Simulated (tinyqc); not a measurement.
Slope factor and drain-induced lowering from three currents.

Inverse problem. With source and body at 0 V, I = A exp((Vg + dd Vd)/(nf Vt)) (1 - exp(-Vd/Vt)). Find nf, the swing nf Vt ln 10 and dd.

Parameters, values chosen for the exercise:

| symbol | value | unit | meaning |
|---|---|---|---|
| T | 300 | K | temperature |

Constants: q = 1.602176634e-19 C, kB = 1.380649e-23 J/K, Vt = kB T/q. Results are converted to the units shown.

currents at (Vg, Vd) = (0, 0.05), (0, 1.1) and (0.06, 1.1) V (nA/um): 0.0052707610  1.0306553  7.2466115

Answer. The pair at equal Vd gives nf; the pair at equal Vg, after dividing out the factors 1 - exp(-Vd/Vt), gives dd.

nf = 1.190
swing = 70.84 mV/decade
dd = 0.1500

Program tinyqc, `OMP_NUM_THREADS=1 python tinyqc.py 2242247 2242248 out.jsonl`; Intel Xeon 2.30GHz, shared host, one thread, about 0.03 s.
